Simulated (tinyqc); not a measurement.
Power iteration on a symmetric matrix, step by step. Computed by tinyqc, a small Python program that keeps every step. Settings: method = power, shift = -0.41. Command: `OMP_NUM_THREADS=1 python tinyqc.py 31649 31650 out.jsonl` (the two numbers bound the seeds that draw the settings). One thread of a shared host (Intel(R) Xeon(R) Processor @ 2.60GHz), about 0.01 s of CPU time with the checks.

## Step 1

A, lower triangle:
```
           1          2          3         4
1   0.070000
2  -0.235000   0.317000
3  -0.331000  -0.071000   0.483000
4  -0.467000   0.673000  -0.281000  0.517000
```

vector v at the start: 0.500000  0.500000  0.500000  0.500000

shift = -0.410000

w = (A - shift) v; v' = w/|w| with its largest component positive (the first on a tie); lambda = v'^T A v'.

vector after step 1: -0.366825  0.725690  0.139301  0.565163

Rayleigh quotient after step 1 = 1.196881

## Step 2

As before.

vector after step 2: -0.398816  0.597778  0.021549  0.695084

Rayleigh quotient after step 2 = 1.300098

## Course of the iteration

Stop when the residual |A v - lambda v| is below 1e-9.

Steps:
```
step      lambda  residual
1     1.19688080  3.59e-01
2     1.30009781  1.33e-01
3     1.31637381  7.88e-02
4     1.32220308  4.92e-02
5     1.32446889  3.07e-02
6     1.32534888  1.91e-02
7     1.32568979  1.19e-02
8     1.32582171  7.39e-03
9     1.32587274  4.60e-03
10    1.32589248  2.86e-03
11    1.32590011  1.78e-03
12    1.32590306  1.11e-03
13    1.32590420  6.87e-04
14    1.32590464  4.27e-04
15    1.32590481  2.66e-04
16    1.32590488  1.65e-04
17    1.32590491  1.03e-04
18    1.32590491  6.39e-05
19    1.32590492  3.97e-05
20    1.32590492  2.47e-05
21    1.32590492  1.54e-05
22    1.32590492  9.56e-06
23    1.32590492  5.94e-06
24    1.32590492  3.70e-06
25    1.32590492  2.30e-06
26    1.32590492  1.43e-06
27    1.32590492  8.89e-07
28    1.32590492  5.53e-07
29    1.32590492  3.44e-07
30    1.32590492  2.14e-07
```

all eigenvalues, for comparison: -0.468973  -0.139400  0.669468  1.325905

Not converged in 30 steps: the residual falls only by the ratio of the two largest distances of eigenvalues from the shift, 0.62 a step.
